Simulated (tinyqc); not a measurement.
Miniband width against barrier thickness: short-period [001] superlattice in sp3s* tight binding.

Planes alternate anion, cation along [001], a/4 apart; at zero in-plane momentum s, pz, s* form one block. All levels of A are shifted so that its Ev (lower root of [[Epa, Vxx], [Vxx, Epc]]) is 0, and those of B so that its Ev is -dEv. A monolayer is an anion plane and the cation plane above it; an anion between unlike cations takes the mean of the two anion levels; each bond takes the couplings of its cation. Block from an anion to the cation above: U with Vss/2 (s,s), Vsapc/2 (s,z), -Vscpa/2 (z,s), Vxx/2 (z,z), Vxapc/2 (s*,z), -Vpaxc/2 (z,s*); to the cation below: the same with the s-z and s*-z signs reversed. The cell of n + m monolayers is closed with the phase exp(2 pi i q). No spin-orbit coupling. In this block 2 (n + m) levels are filled.

For the two lowest empty levels at q = 0: energy, share of the cation weight on A, and Gamma character, the share of the cation amplitudes with Fourier index |j|/(n + m) < 1/4 along the stack (near 1: Gamma-like, near 0: folded from X).

Values chosen for the exercise (A near a published set for GaAs, B for AlAs; the results hold for these values, not for the real material): pA = (-8.344, 1.044, -2.663, 3.67, 8.608, 6.745, -6.437, 1.956, 5.091, 4.469, 5.769, 4.836, 4.809) eV (order Esa, Epa, Esc, Epc, Exa, Exc, Vss, Vxx, Vxy, Vsapc, Vscpa, Vxapc, Vpaxc); pB = (-7.535, 0.981, -1.166, 3.594, 7.497, 6.732, -6.664, 1.88, 4.294, 5.098, 5.483, 4.514, 4.986) eV (the same for B); dEv = 0.54 eV (valence offset: Ev(B) lies this far below Ev(A)); nw = 10 (monolayers of A); a = 5.652 angstrom (lattice constant, taken common; strain is left out).

nw monolayers of A and m of B; lowest empty level at q = 0 and q = 1/2. The decay constant is ln(width(4)/width(6)) over two monolayers, each a/2 thick.

Lowest miniband:

| m | E(q = 0) (eV) | E(q = 1/2) (eV) | width (meV) | Gamma character |
|---|---|---|---|---|
| 1 | 1.5921 | 1.7789 | 186.851 | 0.99 |
| 2 | 1.6319 | 1.7439 | 111.983 | 0.99 |
| 3 | 1.6545 | 1.7212 | 66.655 | 1.00 |
| 4 | 1.6676 | 1.7082 | 40.538 | 0.99 |
| 5 | 1.6760 | 1.6996 | 23.568 | 0.99 |
| 6 | 1.6805 | 1.6950 | 14.516 | 0.99 |
| 8 | 1.6852 | 1.6903 | 5.094 | 0.99 |

decay constant = 0.1817 1/angstrom

The width falls from 186.9 to 5.09 meV, as exp(-kappa d) with kappa = 0.182 1/angstrom, which stands for the decay constant of the barrier at this energy: each monolayer costs a factor 1.67. The level at q = 0 rises by 93 meV towards that of a single well.

(tinyqc, `OMP_NUM_THREADS=1 python tinyqc.py 1481437 1481438 out.jsonl`, Intel(R) Xeon(R) Processor @ 2.30GHz, 1 thread, shared host, about 0.3 s.)
